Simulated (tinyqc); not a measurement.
Inside a calculation. Method: tight binding, honeycomb lattice. One step of it, computed by the program tinyqc.

Problem. Bloch Hamiltonian at K. H_AB = -t1 (1 + exp(-i k.a1) + exp(-i k.a2)); H_AA = delta - 2 t2 sum cos(k.b + phi), H_BB = -delta - 2 t2 sum cos(k.b - phi), b = a1, a2 - a1, -a2.

Parameters chosen for this model:
```
parameter      value                        unit
t1          2.880000                 eV, nearest
t2                 0       eV, second neighbours
phi        -0.420000  rad, phase of t2 (Haldane)
delta              0          eV, +/- on A and B
```

k point K (fractions of the reciprocal vectors): [0.333333, 0.666667]

Give: H(k) at K.

Solution.

H(k) at K (eV), order A, B:
$$\begin{pmatrix}
0.0000 & 0.0000 \\
0.0000 & 0.0000
\end{pmatrix}$$
